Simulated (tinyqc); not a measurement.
Threshold for a surface state: Tamm state at the end of a one-band chain.

A half-infinite chain with site energy 0 and hopping -t, band E = -2t cos(ka); the end site has energy D. The surface Green function of the unperturbed half chain is g = (E -/+ sqrt(E^2 - 4t^2))/(2t^2), the root with |t g| <= 1 and Im g <= 0, and with the shift G = g/(1 - D g).

Values chosen for the exercise: t = 2.03 eV (hopping); a = 3.7 angstrom (spacing).

For |D| > t: E = D + t^2/D, weight on the end site 1 - t^2/D^2, decay length of the amplitude a/ln|D/t|; a dash: no bound state. The last column is the surface density -Im G/pi at E = 0.

Against D:
```
D/t    D (eV)   E (eV)  end weight  decay length (angstrom)  density at E = 0 (1/eV)
-3.00  -6.090  -6.7667      0.8889                     3.37                   0.0157
-2.00  -4.060  -5.0750      0.7500                     5.34                   0.0314
-1.40  -2.842  -4.2920      0.4898                    11.00                   0.0530
-1.10  -2.233  -4.0785      0.1736                    38.82                   0.0710
-0.80  -1.624        -           -                        -                   0.0956
0.50    1.015        -           -                        -                   0.1254
0.95    1.929        -           -                        -                   0.0824
1.05    2.131   4.0648      0.0930                    75.83                   0.0746
1.30    2.639   4.2005      0.4083                    14.10                   0.0583
2.50    5.075   5.8870      0.8400                     4.04                   0.0216
```

A state splits off only for |D| > t = 2.03 eV, although in the middle of an endless chain any shift binds one. Just past the threshold, at D/t = 1.05, it lies 4.8 meV outside the band and spreads over 75.8 angstrom; at D/t = -3 it holds 89 % of the end site, and the density left at the band centre has fallen to 0.10 of the clean value.

Run: tinyqc, `OMP_NUM_THREADS=1 python tinyqc.py 1480119 1480120 out.jsonl`; Intel(R) Xeon(R) Processor @ 2.30GHz, one thread, shared host; about 0.01 s of CPU time with all checks.
